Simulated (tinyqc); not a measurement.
One dielectric constant for an anisotropic host? Model: finite-size error of a charged defect in a periodic cell: Madelung and Makov-Payne terms. Computed by tinyqc, a small Python program. Command: `OMP_NUM_THREADS=1 python tinyqc.py 3018469 3018470 out.jsonl imagecharge walk`. One thread of a shared host (Intel(R) Xeon(R) Processor @ 2.30GHz), about 0.03 s of CPU time with the checks.

L is the cube root of the cell volume. The defect charge is a Gaussian, rho(r) = q (2 pi sigma^2)^(-3/2) exp(-r^2/2 sigma^2), repeated periodically in a uniform neutralising background and screened by a continuum. The model cell energy is E(L) = E_0 + [periodic - isolated electrostatic energy].

Inputs (values chosen for the exercise, for a model uniaxial host):
```
quantity,value,unit
charge q,3,e
cell length L,12.9,angstrom
dielectric constant eps_xy,10.4,-
dielectric constant eps_z,5.48,-
axis ratio c/a,1.22,-
```

Supercell lattice: tetragonal. Screening: uniaxial.

Constants: e^2/(4 pi eps_0) = 14.39964548 eV angstrom.

Method:
- Cell vectors: (1,0,0), (0,1,0), (0,0,c/a), scaled to volume L^3.
- Ewald sum for a unit point charge: scale each Cartesian component of the cell by 1/sqrt(eps_i), giving R', G' and V'; E = [ (1/2) sum erfc(eta R')/R' + (2 pi/V') sum exp(-G'^2/4 eta^2)/G'^2 - eta/sqrt(pi) - pi/(2 V' eta^2) ] e^2/(4 pi eps_0) / sqrt(eps_x eps_y eps_z), over n_i = -6..6, omitting n = (0,0,0), eta = 2/V'^(1/3). alpha = -2 E eps_g L/(e^2/(4 pi eps_0)), eps_g = (eps_x eps_y eps_z)^(1/3).
- The same sum with an isotropic constant in place of the tensor, the means being taken over (eps_xy, eps_xy, eps_z); errors against the tensor result.

cell vectors (rows) (angstrom):
```
,1,2,3
1,12.0727,0.0000,0.0000
2,0.0000,12.0727,0.0000
3,0.0000,0.0000,14.7286
```

point-charge correction -q^2 E = 1.52152 eV

Point-charge correction:
```
constant,value,correction (eV),error (meV)
eps_xy,10.400,1.3516,-170.0
eps_z,5.480,2.5650,1043.5
arithmetic mean,8.760,1.6046,83.1
geometric mean,8.400,1.6733,151.8
harmonic mean,8.004,1.7560,234.5
```

What follows from these numbers?

The tensor gives 1.5215 eV. Closest is arithmetic mean (+83.1 meV) and furthest eps_z (+1043.5 meV); anisotropy also changes the effective shape of the cell, which no single constant captures.
